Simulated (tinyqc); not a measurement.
Inside a calculation. Model: scattering of inversion-layer electrons by surface optical phonons of the gate insulator (remote phonon scattering). Computed by tinyqc, a small Python program that keeps every step. Command: `OMP_NUM_THREADS=1 python tinyqc.py 3110989 3110990 out.jsonl sophonon walk`. One thread of a shared host (Intel(R) Xeon(R) Processor @ 2.30GHz), about 0.01 s of CPU time with the checks. Intermediate numbers are printed to about 5 digits and carried at full precision; extremes and crossings named in words are read from the listed rows.

One subband with the Fang-Howard envelope; insulator and channel are half-spaces, the gate is far away, and an interlayer only moves the polar surface away by t (its own modes and its permittivity contrast are left out).

Inputs (values chosen for the exercise, modelled on AlN on silicon):
```
quantity                                   value        unit
static constant of the insulator eps_0s      8.9           -
intermediate constant eps_i                 7.35           -
optical constant eps_inf                    4.72           -
hbar omega_TO1                              81.2         meV
hbar omega_TO2                              90.5         meV
constant of the channel eps_s               11.7           -
in-plane mass m                            0.183         m_0
valleys g_v                                    2           -
sheet density n                          1.3e+12      1/cm^2
mean distance of the electrons z0 = 3/b      1.4          nm
interlayer thickness t                      0.78          nm
temperature T                                300           K
electron energy E                             65         meV
mobility from other processes                860  cm^2/(V s)
```

Screening by the channel electrons: none.

Constants: k_B = 8.617333262e-05 eV/K; hbar^2/(2 m_0) = 3.80998212 eV angstrom^2; e^2/(4 pi eps_0) = 14.39964548 eV angstrom; hbar = 6.582119569e-16 eV s; e = 1.602176634e-19 C; m_0 = 9.1093837015e-31 kg.

## Surface modes and strengths

eps(w) = eps_inf + (eps_0s - eps_i) w1^2/(w1^2 - w^2) + (eps_i - eps_inf) w2^2/(w2^2 - w^2). Surface modes solve eps(w) + eps_s = 0, a quadratic in w^2; the strength of a mode is g = 2/(w d eps/dw). Occupation N = 1/(exp(hbar w/(k_B T)) - 1).

hbar omega_SO (meV): 1 83.077, 2 99.076

strengths g: 1 0.001203, 2 0.011155

occupations N: 1 0.041897, 2 0.022136

hbar omega g (2 N + 1) (meV): 1 0.1083, 2 1.1541

The upper mode has the larger hbar omega g N, the prefactor of absorption before the dependence on q: 0.00419 and 0.0245 meV.

## The electron gas

Density of states D = g_v m/(pi hbar^2); eta = E_F/(k_B T) = ln(exp(n/(D k_B T)) - 1); screening wave number q_s = e^2 D/(2 eps_0 eps_avg) x 1/(1 + exp(-eta)), eps_avg = (eps_s + eps_inf)/2; b = 3/z0.

D = 1.5289e+14 1/(eV cm^2)

eta = -0.94303

q_s = 0.47225 1/nm

b = 2.1429 1/nm

## Squared matrix elements

For a mode of strength g, without the occupation factor, Area x |M(q)|^2 = e^2 hbar w g/(2 eps_0 q) x (b/(b + q))^6 exp(-2 q t).

Area x |M|^2 (meV^2 nm^2):
```
q (1/nm)  (b/(b + q))^6  exp(-2 q t)      mode 1      mode 2
0.05            0.87076      0.92496  1.4567e+04  1.6107e+05
0.10            0.76059      0.85556  5.8846e+03  6.5066e+04
0.20            0.58544      0.73198  1.9376e+03  2.1424e+04
0.30            0.45559      0.62625  8.6003e+02  9.5094e+03
0.50            0.28413      0.45841  2.3557e+02  2.6047e+03
0.80            0.14905      0.28708  4.8369e+01  5.3482e+02
1.20            0.06938      0.15382  8.0424e+00  8.8925e+01
```

## Rates at the energy E

Approximate momentum relaxation rate, taking tau v alike in the initial and final states: 1/tau = (m/(2 pi hbar^3)) sum over modes and over absorption (N, E' = E + hbar w) and emission (N + 1, E' = E - hbar w > 0) of [(1 - f(E'))/(1 - f(E))] int_0^(2 pi) Area |M(q)|^2 (1 - cos theta) d theta, q^2 = k^2 + k'^2 - 2 k k' cos theta, f the Fermi function; 48 midpoints in theta from 0 to pi.

rates (1/ps): mode 1 absorption 0.003026, mode 1 emission 0.000000, mode 2 absorption 0.014647, mode 2 emission 0.000000

tau at E = 56583 fs

## Mobility

mu = (e/m) int tau E f (1 - f) dE/(k_B T int f dE), by 300 midpoints from 0 to (max(eta, 0) + 14) k_B T; Matthiessen sum with the other processes.

remote-phonon mobility = 3.0567e+05 cm^2/(V s)

total mobility = 857.59 cm^2/(V s)

loss of mobility = 0.28056 %

Caution: a relaxation time is only an approximation for inelastic scattering, and static or no screening brackets the true dynamic screening only roughly.

## What an interlayer buys

The formulas are those given above.

Against the interlayer thickness:
```
t (nm)  remote-phonon mobility (cm^2/(V s))  total (cm^2/(V s))
0.0                              7.7859e+04              850.60
0.3                              1.3491e+05              854.55
0.6                              2.2696e+05              856.75
1.0                              4.3363e+05              858.30
1.5                              9.0992e+05              859.19
2.0                              1.7929e+06              859.59
3.0                              6.0881e+06              859.88
```

1 nm of interlayer raises the remote-phonon mobility by a factor 5.57, as exp(2 q t) with an effective q of 0.86 per nm; between 2 and 3 nm the effective q is 0.61. The total goes from 851 to 858 over the first nanometre.

Checks made by the program: sum of strengths against 1/(eps_s + eps_inf) - 1/(eps_s + eps_0s) (relative difference below 1e-10).
